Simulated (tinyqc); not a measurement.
Inside a calculation. Method: MP2 on RHF in the sto-3g basis, for H3-, spin multiplicity 1. The basis has no diffuse functions, so it cannot describe the extra electron: this is an exercise in the method, not the real anion. One step of it, computed by the program tinyqc.

Task: Integrals over molecular orbitals. (pq|rs) = sum C_ip C_jq C_kr C_ls (ij|kl), one index at a time.

coefficients C:
```
            MO1        MO2        MO3
1H 1s  0.489023   0.000090   1.452222
2H 1s  0.369338  -0.801704  -0.908146
3H 1s  0.368915   0.802099  -0.907506
```

core Hamiltonian H = T + V (hartree), lower triangle:
```
           1H 1s      2H 1s      3H 1s
1H 1s  -1.649261
2H 1s  -1.100433  -1.388148
3H 1s  -1.099868  -0.442574  -1.387895
```

Two-electron integrals (ij|kl) in chemists' order, unique and non-zero (hartree):
```
(11|11) 0.774606   (21|11) 0.387114   (21|21) 0.233849   (22|11) 0.531646
(22|21) 0.387114   (22|22) 0.774606   (31|11) 0.386874   (31|21) 0.184137
(31|22) 0.246090   (31|31) 0.233596   (32|11) 0.135424   (32|21) 0.075047
(32|22) 0.116003   (32|31) 0.075012   (32|32) 0.027493   (33|11) 0.531484
(33|21) 0.246173   (33|22) 0.326285   (33|31) 0.386874   (33|32) 0.116003
(33|33) 0.774606
```

Give: one-electron integrals over orbitals h = C^T H C; Two-electron integrals over orbitals.

Result:

one-electron integrals over orbitals h = C^T H C (hartree), lower triangle:
```
        1       2       3
1  -1.688
2   0.000  -1.216
3  -0.147   0.000  -0.694
```

Two-electron integrals over orbitals (pq|rs), unique and non-zero (hartree):
```
(11|11) 0.588       (21|11) -1.15e-04   (21|21) 0.159       (22|11) 0.529
(22|21) 1.24e-04    (22|22) 0.572       (31|11) 0.079       (31|21) 6.51e-05
(31|22) -0.032      (31|31) 0.131       (32|11) 1.05e-04    (32|21) -0.131
(32|22) -1.23e-04   (32|31) -3.52e-05   (32|32) 0.132       (33|11) 0.610
(33|21) -6.75e-05   (33|22) 0.545       (33|31) 0.104       (33|32) 7.46e-05
(33|33) 0.678
```
